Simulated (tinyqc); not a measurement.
From results to parameters: Hubbard dimer. Computed by the program tinyqc.

Problem. A two-site Hubbard model with two electrons has its ground state at (U - sqrt(U^2 + 16 t^2))/2, the triplet at 0 and the odd ionic singlet at U. Find t, U and the double occupancy per site.

singlet-triplet splitting = 0.752018 eV
gap from the ground state to the ionic odd singlet = 4.502018 eV

Solution. The difference of the two gaps is U and their product is 4 t^2; the double occupancy per site is (1 - U/sqrt(U^2 + 16 t^2))/4.

t, U (eV): 0.920  3.750
double occupancy per site = 0.072
